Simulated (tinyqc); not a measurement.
What moves the results: four-band model of biased bilayer graphene near K. A value that a table varies takes the place of the one given here.

Basis A1, B1, A2, B2, with B1 below A2; p = kx + i ky, v_j = (sqrt3/2) a g_j. Diagonal -U/2, -U/2, U/2, U/2; <A1|B1> = <A2|B2> = v0 p*, <B1|A2> = g1, <A1|B2> = v3 p, <A1|A2> = <B1|B2> = -v4 p*.

Inputs chosen for the exercise (near those used for Bernal bilayer graphene; not measured data): a = 2.46 angstrom (lattice constant); g0 = 2.94 eV (hopping in a layer); g1 = 0.333 eV (hopping of the dimer sites); g3 = 0.32 eV (skew hopping A1-B2); g4 = 0.12 eV (skew hopping A1-A2); U = 0.13 eV (potential difference of the layers); k = (0.007, 0.015) 1/angstrom (wave vector from K).

## Gap against bias

Closed form for g3 = g4 = 0: gap U g1/sqrt(U^2 + g1^2), ring radius as (U/2 v0) sqrt((2 g1^2 + U^2)/(g1^2 + U^2)). Last column: lowest band 3 less highest band 2 of the full matrix on a polar grid, |k| = 0 to 0.08 in steps of 0.001 1/angstrom, angles 0, 15, 30, 45, 60 degrees.

Gap:
```
U (eV)  gap (eV)  kg (1/angstrom)  gap/U  gap on the grid (eV)
0.02      0.0200           0.0023  0.998                0.0192
0.05      0.0494           0.0056  0.989                0.0473
0.10      0.0958           0.0111  0.958                0.0902
0.15      0.1368           0.0162  0.912                0.1269
0.20      0.1715           0.0210  0.857                0.1571
0.30      0.2229           0.0298  0.743                0.2005
0.40      0.2559           0.0379  0.640                0.2269
0.60      0.2912           0.0532  0.485                0.2511
```

The gap follows U while U << g1 (ratio 0.989 at 0.05 eV) and bends towards g1 = 0.333 eV, reaching 0.291 eV at 0.6. The skew hoppings change it by -5.6 meV at U = 0.1 and -29.0 meV at 0.4 eV. U is the screened difference, smaller than the applied field times the layer distance.

## From parabola to cone

U = 0, along kx. Parabola: v0^2 k^2/g1. Hyperbola: sqrt(g1^2/4 + v0^2 k^2) - g1/2. Then bands 3 and 2 of the full matrix for +kx and band 3 for -kx.

Energies (eV):
```
k (1/angstrom)  parabola  hyperbola  band 3, +kx  band 2, +kx  band 3, -kx
0.002             0.0005     0.0005       0.0009      -0.0009       0.0019
0.005             0.0029     0.0029       0.0007      -0.0002       0.0065
0.010             0.0118     0.0114       0.0057      -0.0039       0.0189
0.020             0.0471     0.0419       0.0328      -0.0265       0.0572
0.030             0.1060     0.0846       0.0736      -0.0618       0.1073
0.050             0.2945     0.1882       0.1750      -0.1520       0.2246
0.080             0.7540     0.3615       0.3460      -0.3066       0.4171
0.120             1.6965     0.6033       0.5849      -0.5244       0.6837
```

The parabola is 3 % above the hyperbola at 0.01 and a factor 2.81 at 0.12 1/angstrom, where the slope nears v0. g3 makes +kx and -kx differ, by 33.7 meV at 0.03, and g4 makes electrons and holes differ, |band 3| - |band 2| = +11.8 meV there. Without bias the bands touch in four small cones, one at K and three at k = g1 v3/v0^2 = 0.0058 1/angstrom from it; their pockets join near g1 (g3/g0)^2/4 = 1.0 meV.

## What each parameter does

The four levels at k. Each row changes one parameter from the base and keeps the others.

Results:
```
case            band 1 (eV)  band 2 (eV)  band 3 (eV)  band 4 (eV)
base                -0.3717      -0.0644       0.0687       0.3674
g0 = 3.087 eV       -0.3746      -0.0651       0.0695       0.3702
g1 = 0.3663 eV      -0.4018      -0.0648       0.0688       0.3978
g3 = 0.42 eV        -0.3714      -0.0663       0.0706       0.3672
g4 = 0.17 eV        -0.3726      -0.0635       0.0696       0.3666
U = 0.18 eV         -0.3785      -0.0819       0.0861       0.3743
```

The largest shifts from the base row, up to three for each result and ties (the steps differ in size, so this ranks the rows, not the parameters). band 1 (eV): g1 -0.0301, U -0.0068, g0 -0.0029. band 2 (eV): U -0.0175, g3 -0.0020, g4 +0.0009. band 3 (eV): U +0.0174, g3 +0.0019, g4 +0.0009. band 4 (eV): g1 +0.0304, U +0.0069, g0 +0.0028. Only g4 breaks the mirror symmetry between the upper and lower bands.

(tinyqc, `OMP_NUM_THREADS=1 python tinyqc.py 1452567 1452568 out.jsonl`, Intel(R) Xeon(R) Processor @ 2.30GHz, 1 thread, shared host, about 0.05 s.)
